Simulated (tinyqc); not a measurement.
## Film and buried-oxide thickness from two coupling ratios

Problem. In a depleted film -dVT/dVb is k1 = Cs Cbox/(Cox (Cs + Cbox)) for a front channel and k2 = Cbox (Cox + Cs)/(Cox Cs) for a back channel, with Cox = eps0 eox/tox, Cs = eps0 eps_r/ts, Cbox = 3.9 eps0/tb. Find ts and tb.

Values chosen for this exercise; band and dielectric values close to those of silicon:
- eps_r = 11.5 (relative permittivity)
- eox = 3.9 (relative permittivity of the gate insulator (close to silicon dioxide))
- tox = 1.6 nm (insulator thickness)

coupling ratios for a front and a back channel: 0.015074553  0.099378882

Solution. With y = Cox/Cs and z = Cox/Cbox, 1/k1 = y + z and k2 = (1 + y)/z, so y = (k2/k1 - 1)/(1 + k2); the thicknesses follow from y and z.

ts = 24.0 nm
tb = 98.0 nm

Program tinyqc, `OMP_NUM_THREADS=1 python tinyqc.py 2190061 2190062 out.jsonl`; Intel Xeon 2.30GHz, shared host, one thread, about 0.3 s.
